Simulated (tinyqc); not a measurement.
Short-channel transistor, virtual-source model with series resistance: one step of the calculation.

The current per gate width is the charge at the top of the source barrier (the virtual source) times its velocity times a saturation function; al and be are fitting constants of the model. Units: I in uA/um, Rs in ohm um, so I Rs = 1e-6 I Rs in volts; Q in uC/cm^2, so I = 1e-4 Q vx0 Fsat with vx0 in cm/s.

Problem. What the series resistance costs. Intrinsic voltages Vg' = Vgs - I Rs, Vd' = Vds - 2 I Rs. n = n0 + nd Vd', VT = VT0 - dl Vd', Ff = 1/(1 + exp((Vg' - VT + al Vt/2)/(al Vt))), Q = Cinv n Vt ln(1 + exp((Vg' - VT + al Vt Ff)/(n Vt))), Vdsat = (vx0 L/mu)(1 - Ff) + Vt Ff, Fsat = u/(1 + u^be)^(1/be) with u = Vd'/Vdsat, and I = Q vx0 Fsat per width. I0 is the current for Rs = 0. Effective velocity I/Q; transit time L Q/I.

Inputs (values chosen for the exercise):
- T = 300 K (temperature)
- Cinv = 1.73 uF/cm^2 (inversion capacitance)
- vx0 = 1.4e7 cm/s (velocity at the virtual source)
- mu = 120 cm^2/(V s) (apparent mobility)
- L = 45 nm (channel length)
- VT0 = 0.339 V (threshold at zero drain voltage)
- dl = 0.157 V/V (drain-induced barrier lowering)
- n0 = 1.36 (subthreshold factor)
- nd = 0.2 1/V (growth of n with drain voltage)
- al = 3.5 (threshold shift (in units of Vt) from weak to strong inversion)
- be = 1.8 (sharpness of saturation)
- Rs = 150 ohm um (series resistance of each contact)
- Vgs = 0.33 V (gate voltage)
- Vds = 0.5 V (drain voltage)

Constants: q = 1.602176634e-19 C, kB = 1.380649e-23 J/K, Vt = kB T/q. Results are converted to the units shown.

converged I = 131.62538 uA/um
I0 = 166.39988 uA/um

Give: loss against I0; effective velocity; transit time.

Solution.

loss against I0 = 20.90 %
effective velocity = 1.030e7 cm/s
transit time = 0.4369 ps

The carriers leave the virtual source at 73.6 % of vx0.

tinyqc, about 0.01 s, one thread, Intel Xeon 2.30GHz (shared host): `OMP_NUM_THREADS=1 python tinyqc.py 2380057 2380058 out.jsonl`
